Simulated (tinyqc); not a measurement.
CCSD on RHF in the sto-6g basis, frozen core, for BeH2, spin multiplicity 1, step by step. One step of it, computed by the program tinyqc.

Question. Iteration 1: diagonalisation and new density. Diagonalise F' = X^T F X, C = X C', fill 3 alpha and 3 beta electrons from the bottom; D = 2 C_occ C_occ^T. Each column has its largest component positive (the first on a tie).

Fock matrix F (hartree):
```
            1Be 1s     1Be 2s   1Be 2px    1Be 2py    1Be 2pz      2H 1s      3H 1s
1Be 1s   -4.076675  -1.137309  0.000000   0.000000   0.002377  -0.198530  -0.198530
1Be 2s   -1.137309  -0.463882  0.000000   0.000000  -0.028671  -0.266975  -0.266975
1Be 2px   0.000000   0.000000  0.414399   0.000000   0.000000   0.000000   0.000000
1Be 2py   0.000000   0.000000  0.000000  -0.098818   0.000000  -0.239591   0.239591
1Be 2pz   0.002377  -0.028671  0.000000   0.000000   0.410845  -0.016883  -0.016883
2H 1s    -0.198530  -0.266975  0.000000  -0.239591  -0.016883  -0.156259  -0.013306
3H 1s    -0.198530  -0.266975  0.000000   0.239591  -0.016883  -0.013306  -0.156259
```

X:
```
            1Be 1s     1Be 2s   1Be 2px    1Be 2py    1Be 2pz      2H 1s      3H 1s
1Be 1s    1.027304  -0.146824  0.000000   0.000000  -0.001125   0.019331   0.019331
1Be 2s   -0.146824   1.158927  0.000000   0.000000   0.010778  -0.226883  -0.226883
1Be 2px   0.000000   0.000000  1.000000   0.000000   0.000000   0.000000   0.000000
1Be 2py   0.000000   0.000000  0.000000   1.224626   0.000000  -0.315823   0.315823
1Be 2pz  -0.001125   0.010778  0.000000   0.000000   1.000871  -0.018413  -0.018413
2H 1s     0.019331  -0.226883  0.000000  -0.315823  -0.018413   1.177826  -0.058440
3H 1s     0.019331  -0.226883  0.000000   0.315823  -0.018413  -0.058440   1.177826
```

Give: F' = X^T F X; orbital energies; coefficients C; D after iteration 1.

Answer.

F' = X^T F X (hartree):
```
         1        2       3        4        5        6        7
1  -3.9821  -0.6192  0.0000   0.0000   0.0043  -0.0141  -0.0141
2  -0.6192  -0.0875  0.0000   0.0000  -0.0146  -0.2260  -0.2260
3   0.0000   0.0000  0.4144   0.0000   0.0000   0.0000   0.0000
4   0.0000   0.0000  0.0000   0.1939   0.0000  -0.3165   0.3165
5   0.0043  -0.0146  0.0000   0.0000   0.4122  -0.0208  -0.0208
6  -0.0141  -0.2260  0.0000  -0.3165  -0.0208   0.0739  -0.0620
7  -0.0141  -0.2260  0.0000   0.3165  -0.0208  -0.0620   0.0739
```

orbital energies (hartree): MO1 -4.0794, MO2 -0.3032, MO3 -0.2836, MO4 0.3223, MO5 0.4144, MO6 0.4148, MO7 0.6135

coefficients C:
```
             MO1      MO2      MO3      MO4     MO5      MO6      MO7
1Be 1s    0.9926  -0.2079   0.0000  -0.2213  0.0000  -0.0165   0.0000
1Be 2s    0.0287   0.6013   0.0000   1.0464  0.0000   0.1020   0.0000
1Be 2px   0.0000   0.0000   0.0000   0.0000  1.0000   0.0000   0.0000
1Be 2py   0.0000   0.0000   0.5116   0.0000  0.0000   0.0000   1.1989
1Be 2pz  -0.0002   0.0333   0.0000  -0.0859  0.0000   0.9970   0.0000
2H 1s    -0.0026   0.3959   0.4218  -0.7130  0.0000  -0.1163  -0.8283
3H 1s    -0.0026   0.3959  -0.4218  -0.7130  0.0000  -0.1163   0.8283
```

D after iteration 1:
```
          1Be 1s   1Be 2s  1Be 2px  1Be 2py  1Be 2pz    2H 1s    3H 1s
1Be 1s    2.0568  -0.1930   0.0000   0.0000  -0.0143  -0.1698  -0.1698
1Be 2s   -0.1930   0.7249   0.0000   0.0000   0.0400   0.4760   0.4760
1Be 2px   0.0000   0.0000   0.0000   0.0000   0.0000   0.0000   0.0000
1Be 2py   0.0000   0.0000   0.0000   0.5235   0.0000   0.4316  -0.4316
1Be 2pz  -0.0143   0.0400   0.0000   0.0000   0.0022   0.0264   0.0264
2H 1s    -0.1698   0.4760   0.0000   0.4316   0.0264   0.6694  -0.0423
3H 1s    -0.1698   0.4760   0.0000  -0.4316   0.0264  -0.0423   0.6694
```
